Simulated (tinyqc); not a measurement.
Inside a calculation (part 1 of 2). Method: RKS/B3LYP (VWN-RPA form) in the sto-3g basis, for BeH2, spin multiplicity 1. Computed by tinyqc, a small Python program that keeps every step (integrals from PySCF). Settings: charge = 0, multiplicity = 1, basis = sto-3g, energy threshold = 1e-08, iteration cap = 51, orthogonalisation = symmetric, start = core, DIIS depth = 3, DIIS from iteration = 2, method = RKS, functional = b3lyp, grid = [40, 14]. Command: `OMP_NUM_THREADS=1 python tinyqc.py 23508 23509 out.jsonl` (the two numbers bound the seeds that draw the settings). One thread of a shared host (Intel(R) Xeon(R) Processor @ 2.60GHz), about 0.8 s of CPU time with the checks. Later iterations appear only in the table of the cycle.

## One-electron integrals

Geometry (angstrom):
```
atom        x         y        z
Be    0.00000   0.00000  0.00000
H     0.00000   1.50400  0.03600
H     0.00000  -1.54700  0.03700
```

Basis sto-3g: exponents (1/bohr^2) and contraction coefficients of normalised primitives:
```
element  l (shell)  exponent  coefficient
Be           s (1)  30.16787      0.15433
Be           s (1)   5.49512      0.53533
Be           s (1)   1.48719      0.44463
Be           s (2)   1.31483     -0.09997
Be           s (2)   0.30554      0.39951
Be           s (2)   0.09937      0.70012
Be           p (3)   1.31483      0.15592
Be           p (3)   0.30554      0.60768
Be           p (3)   0.09937      0.39196
H            s (1)   3.42525      0.15433
H            s (1)   0.62391      0.53533
H            s (1)   0.16886      0.44463
```

Overlap, kinetic and nuclear-attraction integrals over the contracted functions; the nuclear repulsion is the sum of Za Zb / Rab.

nuclear repulsion = 2.9483027 hartree

overlap S, order 1Be 1s, 1Be 2s, 1Be 2px, 1Be 2py, 1Be 2pz, 2H 1s, 3H 1s:
```
[[1.00000, 0.25952, 0.00000, 0.00000, 0.00000, 0.04841, 0.04406],
 [0.25952, 1.00000, 0.00000, 0.00000, 0.00000, 0.39527, 0.37907],
 [0.00000, 0.00000, 1.00000, 0.00000, 0.00000, 0.00000, 0.00000],
 [0.00000, 0.00000, 0.00000, 1.00000, 0.00000, 0.47543, -0.46131],
 [0.00000, 0.00000, 0.00000, 0.00000, 1.00000, 0.01138, 0.01103],
 [0.04841, 0.39527, 0.00000, 0.47543, 0.01138, 1.00000, 0.01639],
 [0.04406, 0.37907, 0.00000, -0.46131, 0.01103, 0.01639, 1.00000]]
```

kinetic energy T (hartree), order 1Be 1s, 1Be 2s, 1Be 2px, 1Be 2py, 1Be 2pz, 2H 1s, 3H 1s:
```
[[6.69397, -0.03301, 0.00000, 0.00000, 0.00000, -0.01319, -0.01220],
 [-0.03301, 0.21111, 0.00000, 0.00000, 0.00000, 0.04618, 0.04104],
 [0.00000, 0.00000, 0.66059, 0.00000, 0.00000, 0.00000, 0.00000],
 [0.00000, 0.00000, 0.00000, 0.66059, 0.00000, 0.14247, -0.13046],
 [0.00000, 0.00000, 0.00000, 0.00000, 0.66059, 0.00341, 0.00312],
 [-0.01319, 0.04618, 0.00000, 0.14247, 0.00341, 0.76003, -0.00621],
 [-0.01220, 0.04104, 0.00000, -0.13046, 0.00312, -0.00621, 0.76003]]
```

nuclear attraction V (hartree), order 1Be 1s, 1Be 2s, 1Be 2px, 1Be 2py, 1Be 2pz, 2H 1s, 3H 1s:
```
[[-15.25481, -2.07928, 0.00000, -0.00078, -0.00066, -0.38617, -0.35121],
 [-2.07928, -2.98034, 0.00000, -0.00476, -0.00607, -1.09924, -1.04017],
 [0.00000, 0.00000, -2.89799, 0.00000, 0.00000, 0.00000, 0.00000],
 [-0.00078, -0.00476, 0.00000, -3.08958, -0.00011, -1.28978, 1.23309],
 [-0.00066, -0.00607, 0.00000, -0.00011, -2.89810, -0.03141, -0.03001],
 [-0.38617, -1.09924, 0.00000, -1.28978, -0.03141, -2.80145, -0.05404],
 [-0.35121, -1.04017, 0.00000, 1.23309, -0.03001, -0.05404, -2.76343]]
```

core Hamiltonian H = T + V (hartree), order 1Be 1s, 1Be 2s, 1Be 2px, 1Be 2py, 1Be 2pz, 2H 1s, 3H 1s:
```
[[-8.56083, -2.11229, 0.00000, -0.00078, -0.00066, -0.39936, -0.36341],
 [-2.11229, -2.76923, 0.00000, -0.00476, -0.00607, -1.05306, -0.99913],
 [0.00000, 0.00000, -2.23740, 0.00000, 0.00000, 0.00000, 0.00000],
 [-0.00078, -0.00476, 0.00000, -2.42899, -0.00011, -1.14731, 1.10263],
 [-0.00066, -0.00607, 0.00000, -0.00011, -2.23751, -0.02800, -0.02689],
 [-0.39936, -1.05306, 0.00000, -1.14731, -0.02800, -2.04142, -0.06024],
 [-0.36341, -0.99913, 0.00000, 1.10263, -0.02689, -0.06024, -2.00339]]
```

## Two-electron integrals

Functions are numbered as in S; the eight-fold symmetry (ij|kl) = (ji|kl) = (kl|ij) leaves the list below.

Two-electron integrals (ij|kl) in chemists' order, unique and non-zero (hartree):
```
(11|11) 2.29883     (21|11) 0.39204     (21|21) 0.07954     (22|11) 0.57099
(22|21) 0.14304     (22|22) 0.41768     (31|31) 0.01461     (32|31) 0.02189
(32|32) 0.09226     (33|11) 0.56958     (33|21) 0.14308     (33|22) 0.41759
(33|33) 0.44986     (41|41) 0.01461     (42|41) 0.02189     (42|42) 0.09226
(43|43) 0.02425     (44|11) 0.56958     (44|21) 0.14308     (44|22) 0.41759
(44|33) 0.40136     (44|44) 0.44986     (51|51) 0.01461     (52|51) 0.02189
(52|52) 0.09226     (53|53) 0.02425     (54|54) 0.02425     (55|11) 0.56958
(55|21) 0.14308     (55|22) 0.41759     (55|33) 0.40136     (55|44) 0.40136
(55|55) 0.44986     (61|11) 0.07221     (61|21) 0.01464     (61|22) 0.02656
(61|33) 0.02637     (61|41) 0.00129     (61|42) 0.00244     (61|44) 0.02694
(61|51) 3.09e-05    (61|52) 0.00006     (61|54) 1.37e-05    (61|55) 0.02637
(61|61) 0.00283     (62|11) 0.18228     (62|21) 0.04637     (62|22) 0.14844
(62|33) 0.14273     (62|41) 0.00606     (62|42) 0.03780     (62|44) 0.15972
(62|51) 0.00014     (62|52) 0.00090     (62|54) 0.00041     (62|55) 0.14274
(62|61) 0.00945     (62|62) 0.07987     (63|31) 0.00416     (63|32) 0.01972
(63|43) 0.00647     (63|53) 0.00015     (63|63) 0.00714     (64|11) 0.19820
(64|21) 0.05102     (64|22) 0.17119     (64|33) 0.16105     (64|41) 0.00980
(64|42) 0.05867     (64|44) 0.19128     (64|51) 0.00013     (64|52) 0.00093
(64|54) 0.00057     (64|55) 0.16106     (64|61) 0.01084     (64|62) 0.10456
(64|64) 0.14101     (65|11) 0.00474     (65|21) 0.00122     (65|22) 0.00410
(65|33) 0.00385     (65|41) 0.00013     (65|42) 0.00093     (65|44) 0.00427
(65|51) 0.00417     (65|52) 0.01974     (65|54) 0.00648     (65|55) 0.00416
(65|61) 0.00026     (65|62) 0.00250     (65|64) 0.00320     (65|65) 0.00722
(66|11) 0.35007     (66|21) 0.09063     (66|22) 0.32566     (66|33) 0.30220
(66|41) 0.01359     (66|42) 0.11048     (66|44) 0.37229     (66|51) 0.00033
(66|52) 0.00264     (66|54) 0.00168     (66|55) 0.30224     (66|61) 0.01889
(66|62) 0.22448     (66|64) 0.31145     (66|65) 0.00745     (66|66) 0.77461
(71|11) 0.06570     (71|21) 0.01332     (71|22) 0.02417     (71|33) 0.02400
(71|41) -0.00117    (71|42) -0.00222    (71|44) 0.02451     (71|51) 2.80e-05
(71|52) 0.00005     (71|54) -1.22e-05   (71|55) 0.02400     (71|61) 0.00235
(71|62) 0.00725     (71|64) 0.00771     (71|65) 0.00020     (71|66) 0.01404
(71|71) 0.00234     (72|11) 0.17189     (72|21) 0.04376     (72|22) 0.14086
(72|33) 0.13537     (72|41) -0.00570    (72|42) -0.03613    (72|44) 0.15170
(72|51) 0.00014     (72|52) 0.00086     (72|54) -0.00039    (72|55) 0.13538
(72|61) 0.00752     (72|62) 0.03845     (72|64) 0.04073     (72|65) 0.00119
(72|66) 0.07955     (72|71) 0.00811     (72|72) 0.07308     (73|31) 0.00385
(73|32) 0.01842     (73|43) -0.00612    (73|53) 0.00015     (73|63) 0.00263
(73|73) 0.00637     (74|11) -0.18913    (74|21) -0.04870    (74|22) -0.16426
(74|33) -0.15454    (74|41) 0.00919     (74|42) 0.05596     (74|44) -0.18350
(74|51) -0.00013    (74|52) -0.00090    (74|54) 0.00055     (74|55) -0.15455
(74|61) -0.00810    (74|62) -0.04136    (74|64) -0.04259    (74|65) -0.00126
(74|66) -0.08510    (74|71) -0.00939    (74|72) -0.09656    (74|74) 0.13116
(75|11) 0.00452     (75|21) 0.00116     (75|22) 0.00393     (75|33) 0.00370
(75|41) -0.00013    (75|42) -0.00090    (75|44) 0.00410     (75|51) 0.00385
(75|52) 0.01844     (75|54) -0.00613    (75|55) 0.00399     (75|61) 0.00021
(75|62) 0.00120     (75|64) 0.00125     (75|65) 0.00266     (75|66) 0.00253
(75|71) 0.00022     (75|72) 0.00231     (75|74) -0.00298    (75|75) 0.00644
(76|11) 0.01017     (76|21) 0.00252     (76|22) 0.00713     (76|33) 0.00703
(76|41) -5.03e-06   (76|42) -3.53e-05   (76|44) 0.00733     (76|51) 1.63e-05
(76|52) 0.00008     (76|54) -5.30e-07   (76|55) 0.00704     (76|61) 0.00047
(76|62) 0.00258     (76|64) 0.00301     (76|65) 0.00009     (76|66) 0.00579
(76|71) 0.00043     (76|72) 0.00249     (76|74) -0.00294    (76|75) 0.00009
(76|76) 0.00012     (77|11) 0.34061     (77|21) 0.08821     (77|22) 0.31913
(77|33) 0.29629     (77|41) -0.01293    (77|42) -0.10759    (77|44) 0.36450
(77|51) 0.00031     (77|52) 0.00257     (77|54) -0.00163    (77|55) 0.29633
(77|61) 0.01504     (77|62) 0.08244     (77|64) 0.08691     (77|65) 0.00260
(77|66) 0.17344     (77|71) 0.01669     (77|72) 0.21385     (77|74) -0.29892
(77|75) 0.00715     (77|76) 0.00579     (77|77) 0.77461
```

## Orthogonalisation

S = U s U^T; symmetric (Loewdin) form X = U s^(-1/2) U^T, so that X^T S X = 1.

eigenvalues of S: [0.32833, 0.42495, 0.95166, 1.00000, 1.00095, 1.63407, 1.66005]

X, order 1Be 1s, 1Be 2s, 1Be 2px, 1Be 2py, 1Be 2pz, 2H 1s, 3H 1s:
```
[[1.02857, -0.15142, 0.00000, -0.00043, -0.00045, 0.02084, 0.02079],
 [-0.15142, 1.17768, 0.00000, 0.00990, 0.00426, -0.25295, -0.23453],
 [0.00000, 0.00000, 1.00000, 0.00000, 0.00000, 0.00000, 0.00000],
 [-0.00043, 0.00990, 0.00000, 1.25425, 0.00025, -0.34961, 0.33300],
 [-0.00045, 0.00426, 0.00000, 0.00025, 1.00012, -0.00713, -0.00668],
 [0.02084, -0.25295, 0.00000, -0.34961, -0.00713, 1.21047, -0.06539],
 [0.02079, -0.23453, 0.00000, 0.33300, -0.00668, -0.06539, 1.19118]]
```

## Starting guess

The start is the orbitals of the core Hamiltonian; D = 2 C_occ C_occ^T.

D at the start, order 1Be 1s, 1Be 2s, 1Be 2px, 1Be 2py, 1Be 2pz, 2H 1s, 3H 1s:
```
[[2.13931, -0.52245, 0.00000, 0.00517, -0.01613, -0.02318, -0.01589],
 [-0.52245, 1.91706, 0.00000, -0.02591, 0.06475, 0.14341, 0.11210],
 [0.00000, 0.00000, 0.00000, 0.00000, 0.00000, 0.00000, 0.00000],
 [0.00517, -0.02591, 0.00000, 2.11681, -0.00151, -0.05333, 0.07613],
 [-0.01613, 0.06475, 0.00000, -0.00151, 0.00219, 0.00487, 0.00377],
 [-0.02318, 0.14341, 0.00000, -0.05333, 0.00487, 0.01210, 0.00662],
 [-0.01589, 0.11210, 0.00000, 0.07613, 0.00377, 0.00662, 0.00951]]
```

## Iteration 1: exchange-correlation on the grid

Becke grid with 40 radial and 14 angular points per atom, points of zero weight dropped. rho = sum D_ij phi_i phi_j; V_xc,ij = sum w v_xc phi_i phi_j plus the gradient terms; v_xc is d(rho eps)/d rho at fixed gradient. Exact exchange is left to K.

The 8 grid points with the largest w rho, of 1644 (bohr, atomic units):
```
x                y        z        w      rho  |grad rho|^2    eps_xc      v_xc
0.00000   -1.51261  0.00000  0.38298  0.12159       0.01309  -0.34072  -0.43362
0.00000    1.51261  0.00000  0.36887  0.12157       0.01208  -0.34033  -0.43395
0.00000   -1.29342  0.00000  0.27935  0.14766       0.01521  -0.36029  -0.46212
0.00000    1.29342  0.00000  0.27627  0.14669       0.01424  -0.35937  -0.46136
0.00000   -1.75682  0.00000  0.41699  0.09513       0.01039  -0.31797  -0.39991
-1.17083  -1.17083  1.17083  1.06651  0.03571       0.00264  -0.24365  -0.29043
1.17083   -1.17083  1.17083  1.06651  0.03571       0.00264  -0.24365  -0.29043
1.17083    1.17083  1.17083  1.05898  0.03523       0.00258  -0.24273  -0.28920
```

electrons on the grid, sum of w rho = 6.04717

E_xc = sum of w rho eps_xc = -2.9113136 hartree

V_xc (hartree), order 1Be 1s, 1Be 2s, 1Be 2px, 1Be 2py, 1Be 2pz, 2H 1s, 3H 1s:
```
[[-1.22230, -0.18275, 0.00000, 0.00011, -0.00048, -0.03441, -0.03135],
 [-0.18275, -0.29768, 0.00000, -0.00008, -0.00369, -0.10839, -0.10145],
 [0.00000, 0.00000, -0.27855, 0.00000, 0.00000, 0.00000, 0.00000],
 [0.00011, -0.00008, 0.00000, -0.33061, 0.00000, -0.12677, 0.11939],
 [-0.00048, -0.00369, 0.00000, 0.00000, -0.27860, -0.00373, -0.00349],
 [-0.03441, -0.10839, 0.00000, -0.12677, -0.00373, -0.24022, -0.00542],
 [-0.03135, -0.10145, 0.00000, 0.11939, -0.00349, -0.00542, -0.22588]]
```

## Iteration 1: building the Kohn-Sham matrix

J_ij = sum D_kl (ij|kl), K_ij = sum D_kl (ik|jl); F = H + J - 0.1 K + V_xc; E = tr D H + tr D J / 2 - 0.05 tr D K + E_xc + E_nn.

Coulomb J (hartree), order 1Be 1s, 1Be 2s, 1Be 2px, 1Be 2py, 1Be 2pz, 2H 1s, 3H 1s:
```
[[6.85297, 1.34413, 0.00000, -0.00015, 0.00248, 0.24926, 0.22682],
 [1.34413, 2.79369, 0.00000, 0.00072, 0.01184, 0.97970, 0.92620],
 [0.00000, 0.00000, 2.75525, 0.00000, 0.00000, 0.00000, 0.00000],
 [-0.00015, 0.00072, 0.00000, 2.86028, 0.00000, 1.12282, -1.07258],
 [0.00248, 0.01184, 0.00000, 0.00000, 2.75537, 0.02877, 0.02743],
 [0.24926, 0.97970, 0.00000, 1.12282, 0.02877, 2.10792, 0.04896],
 [0.22682, 0.92620, 0.00000, -1.07258, 0.02743, 0.04896, 2.05149]]
```

exchange K (hartree), order 1Be 1s, 1Be 2s, 1Be 2px, 1Be 2py, 1Be 2pz, 2H 1s, 3H 1s:
```
[[4.69323, 0.82922, 0.00000, -0.00025, 0.00164, 0.16749, 0.15308],
 [0.82922, 1.08020, 0.00000, -0.00080, 0.03282, 0.45293, 0.42484],
 [0.00000, 0.00000, 0.24467, 0.00000, 0.00000, 0.00000, 0.00000],
 [-0.00025, -0.00080, 0.00000, 1.12026, -0.00026, 0.46922, -0.44090],
 [0.00164, 0.03282, 0.00000, -0.00026, 0.24568, 0.01500, 0.01428],
 [0.16749, 0.45293, 0.00000, 0.46922, 0.01500, 0.48364, 0.01382],
 [0.15308, 0.42484, 0.00000, -0.44090, 0.01428, 0.01382, 0.42990]]
```

Kohn-Sham matrix F (hartree), order 1Be 1s, 1Be 2s, 1Be 2px, 1Be 2py, 1Be 2pz, 2H 1s, 3H 1s:
```
[[-3.39949, -1.03383, 0.00000, -0.00079, 0.00116, -0.20126, -0.18325],
 [-1.03383, -0.38124, 0.00000, -0.00404, -0.00120, -0.22704, -0.21686],
 [0.00000, 0.00000, 0.21484, 0.00000, 0.00000, 0.00000, 0.00000],
 [-0.00079, -0.00404, 0.00000, -0.01133, -0.00009, -0.19819, 0.19354],
 [0.00116, -0.00120, 0.00000, -0.00009, 0.21470, -0.00446, -0.00438],
 [-0.20126, -0.22704, 0.00000, -0.19819, -0.00446, -0.22208, -0.01809],
 [-0.18325, -0.21686, 0.00000, 0.19354, -0.00438, -0.01809, -0.22077]]
```

total energy of this density = -15.0096909 hartree

## Iteration 1: diagonalisation and new density

Diagonalise F' = X^T F X, C = X C', fill 3 alpha and 3 beta electrons from the bottom; D = 2 C_occ C_occ^T. Each column has its largest component positive (the first on a tie).

F' = X^T F X (hartree):
```
[[-3.29708, -0.60562, 0.00000, -0.00043, 0.00060, -0.01737, -0.01152],
 [-0.60562, -0.03984, 0.00000, 0.00442, 0.00337, -0.17106, -0.15959],
 [0.00000, 0.00000, 0.21484, 0.00000, 0.00000, 0.00000, 0.00000],
 [-0.00043, 0.00442, 0.00000, 0.27024, 0.00017, -0.26963, 0.25843],
 [0.00060, 0.00337, 0.00000, 0.00017, 0.21486, -0.00592, -0.00559],
 [-0.01737, -0.17106, 0.00000, -0.26963, -0.00592, -0.04166, -0.05919],
 [-0.01152, -0.15959, 0.00000, 0.25843, -0.00559, -0.05919, -0.05646]]
```

orbital energies (hartree): [-3.40720, -0.26211, -0.25518, 0.21079, 0.21484, 0.22764, 0.53611]

coefficients C, order 1Be 1s, 1Be 2s, 1Be 2px, 1Be 2py, 1Be 2pz, 2H 1s, 3H 1s:
```
[[0.98547, -0.17805, -0.01260, 0.14001, 0.00000, -0.24296, -0.00981],
 [0.05447, 0.38254, 0.03107, -0.57915, 0.00000, 1.01961, 0.06067],
 [0.00000, 0.00000, 0.00000, 0.00000, 1.00000, 0.00000, 0.00000],
 [0.00048, 0.03352, -0.33134, 0.01788, 0.00000, -0.03598, 1.30147],
 [-0.00015, 0.00465, 0.00040, 0.86508, 0.00000, 0.50195, 0.00264],
 [-0.00803, 0.56743, -0.47824, 0.30492, 0.00000, -0.55884, -0.83676],
 [-0.00782, 0.47838, 0.58232, 0.31919, 0.00000, -0.58907, 0.75674]]
```

D after iteration 1, order 1Be 1s, 1Be 2s, 1Be 2px, 1Be 2py, 1Be 2pz, 2H 1s, 3H 1s:
```
[[2.00604, -0.02965, 0.00000, -0.00263, -0.00196, -0.20584, -0.20043],
 [-0.02965, 0.30053, 0.00000, 0.00511, 0.00357, 0.40353, 0.40133],
 [0.00000, 0.00000, 0.00000, 0.00000, 0.00000, 0.00000, 0.00000],
 [-0.00263, 0.00511, 0.00000, 0.22182, 0.00005, 0.35496, -0.35383],
 [-0.00196, 0.00357, 0.00000, 0.00005, 0.00004, 0.00490, 0.00492],
 [-0.20584, 0.40353, 0.00000, 0.35496, 0.00490, 1.10151, -0.01396],
 [-0.20043, 0.40133, 0.00000, -0.35383, 0.00492, -0.01396, 1.13602]]
```

## Iteration 2: exchange-correlation on the grid

As before.

The 8 grid points with the largest w rho, of 1644 (bohr, atomic units):
```
x                y         z        w      rho  |grad rho|^2    eps_xc      v_xc
0.00000    1.75682   0.00000  0.37461  0.09955       0.01445  -0.32397  -0.40441
0.00000   -1.75682   0.00000  0.41699  0.08850       0.01051  -0.31228  -0.39001
0.00000   -2.02793   0.00000  0.27030  0.12687       0.03888  -0.35272  -0.43358
0.00000    2.02793   0.00000  0.20588  0.14606       0.05988  -0.36926  -0.45244
0.00000    1.51261   0.00000  0.36887  0.07655       0.00538  -0.29673  -0.37431
0.00000   -1.51261   0.00000  0.38298  0.06865       0.00402  -0.28684  -0.36191
0.23901   -0.23901  -0.23901  0.01524  1.52060     111.21893  -0.83207  -0.91191
-0.23901  -0.23901  -0.23901  0.01524  1.52060     111.21893  -0.83207  -0.91191
```

electrons on the grid, sum of w rho = 5.94166

E_xc = sum of w rho eps_xc = -2.9698197 hartree

V_xc (hartree), order 1Be 1s, 1Be 2s, 1Be 2px, 1Be 2py, 1Be 2pz, 2H 1s, 3H 1s:
```
[[-1.20204, -0.17183, 0.00000, -0.00014, -0.00010, -0.03208, -0.02915],
 [-0.17183, -0.23971, 0.00000, -0.00198, -0.00211, -0.11709, -0.11135],
 [0.00000, 0.00000, -0.21258, 0.00000, 0.00000, 0.00000, 0.00000],
 [-0.00014, -0.00198, 0.00000, -0.29029, -0.00004, -0.15332, 0.14719],
 [-0.00010, -0.00211, 0.00000, -0.00004, -0.21265, -0.00399, -0.00380],
 [-0.03208, -0.11709, 0.00000, -0.15332, -0.00399, -0.39362, -0.00469],
 [-0.02915, -0.11135, 0.00000, 0.14719, -0.00380, -0.00469, -0.39463]]
```

## Iteration 2: building the Kohn-Sham matrix

As before.

Coulomb J (hartree), order 1Be 1s, 1Be 2s, 1Be 2px, 1Be 2py, 1Be 2pz, 2H 1s, 3H 1s:
```
[[6.16219, 1.18831, 0.00000, 0.00113, 0.00128, 0.22083, 0.20069],
 [1.18831, 2.52627, 0.00000, 0.00374, 0.00946, 0.97624, 0.92899],
 [0.00000, 0.00000, 2.44506, 0.00000, 0.00000, 0.00000, 0.00000],
 [0.00113, 0.00374, 0.00000, 2.67885, 0.00003, 1.17052, -1.12619],
 [0.00128, 0.00946, 0.00000, 0.00003, 2.44519, 0.02898, 0.02785],
 [0.22083, 0.97624, 0.00000, 1.17052, 0.02898, 2.44157, 0.04490],
 [0.20069, 0.92899, 0.00000, -1.12619, 0.02785, 0.04490, 2.42329]]
```

exchange K (hartree), order 1Be 1s, 1Be 2s, 1Be 2px, 1Be 2py, 1Be 2pz, 2H 1s, 3H 1s:
```
[[4.58934, 0.81926, 0.00000, -0.00009, -0.00052, 0.15108, 0.13739],
 [0.81926, 0.71565, 0.00000, 0.01477, 0.01273, 0.55602, 0.53524],
 [0.00000, 0.00000, 0.11252, 0.00000, 0.00000, 0.00000, 0.00000],
 [-0.00009, 0.01477, 0.00000, 0.81124, 0.00029, 0.65946, -0.64068],
 [-0.00052, 0.01273, 0.00000, 0.00029, 0.11283, 0.01454, 0.01414],
 [0.15108, 0.55602, 0.00000, 0.65946, 0.01454, 1.30895, 0.01924],
 [0.13739, 0.53524, 0.00000, -0.64068, 0.01414, 0.01924, 1.31060]]
```

Kohn-Sham matrix F (hartree), order 1Be 1s, 1Be 2s, 1Be 2px, 1Be 2py, 1Be 2pz, 2H 1s, 3H 1s:
```
[[-4.05961, -1.17773, 0.00000, 0.00022, 0.00057, -0.22572, -0.20561],
 [-1.17773, -0.55423, 0.00000, -0.00448, 0.00001, -0.24952, -0.23502],
 [0.00000, 0.00000, -0.01616, 0.00000, 0.00000, 0.00000, 0.00000],
 [0.00022, -0.00448, 0.00000, -0.12155, -0.00015, -0.19607, 0.18771],
 [0.00057, 0.00001, 0.00000, -0.00015, -0.01625, -0.00446, -0.00425],
 [-0.22572, -0.24952, 0.00000, -0.19607, -0.00446, -0.12437, -0.02195],
 [-0.20561, -0.23502, 0.00000, 0.18771, -0.00425, -0.02195, -0.10579]]
```

total energy of this density = -15.5708413 hartree
